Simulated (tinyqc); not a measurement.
Delay unit and parasitic delay from two ring oscillators.

Question. A ring of 11 inverters oscillates at 1/(2 x 11 d), with stage delay d = tau (h + p) for fan-out h. Find tau, p and the delay at fan-out 4.

frequencies of 11-stage ring oscillators with fan-out 2 and 6 (GHz): [3.5544687, 1.4574370]

Solution. d is a straight line in h with slope tau and intercept tau p.

tau = 4.60 ps
p = 0.780
delay at fan-out 4 = 22.0 ps

Program tinyqc, `OMP_NUM_THREADS=1 python tinyqc.py 2082049 2082050 out.jsonl`; Intel Xeon 2.30GHz, shared host, one thread, about 0.01 s.
